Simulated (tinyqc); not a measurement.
Square on-chip spiral inductor, lumped pi model: one step of the calculation.

Outer diameter do = di + 2 n wd + 2 (n - 1) sp, mean da = (do + di)/2, fill p = (do - di)/(do + di), length l = 4 n da. L = 2.34 mu0 n^2 da/(1 + 2.75 p), mu0 = 4 pi 1e-7 H/m. Rs = rho l/(wd delta (1 - exp(-th/delta))), delta = sqrt(rho/(pi f mu0)). Cs = n wd^2 eps0 eo/hu across the coil. At each end Cox = l wd eps0 eo/(2 ho) leads to the substrate branch Rsi = 2 rs he/(l wd) in parallel with Csi = l wd eps0 11.7/(2 he). With one end grounded Y = 1/(Rs + i w L) + i w Cs + 1/[1/(i w Cox) + 1/(1/Rsi + i w Csi)], w = 2 pi f; Q = -Im Y/Re Y. Eddy currents in neighbouring turns and in the substrate are left out.

Task. Geometry and model elements. do, l, L, delta, Rs, Cs, Cox, Rsi and Csi as defined.

Values chosen for this exercise; values of the order met in silicon radio-frequency processes: number of turns n = 2.5; line width wd = 8 um; space between turns sp = 2 um; inner diameter di = 40 um; metal thickness th = 2 um; metal resistivity rho = 2.2 uohm cm; oxide below the coil ho = 9.8 um; oxide between coil and underpass hu = 1.3 um; relative permittivity of the oxide eo = 4.1; substrate resistivity rs = 10 ohm cm; effective spreading depth in the substrate he = 30 um; frequency f = 1.3 GHz.

Constants: eps0 = 8.8541878128e-12 F/m. Results are converted to the units shown.

Give: do; l; L; delta; Rs; Cs; Cox; Rsi; Csi.

Result.

do = 86.00 um
l = 630.0 um
L = 0.5778 nH
delta = 2.070 um
Rs = 1.351 ohm
Cs = 4.468 fF
Cox = 9.335 fF
Rsi = 1190 ohm
Csi = 8.702 fF

Computed by the program tinyqc: `OMP_NUM_THREADS=1 python tinyqc.py 2302157 2302158 out.jsonl`, one thread of a shared Intel Xeon 2.30GHz, about 0.01 s for the whole run.
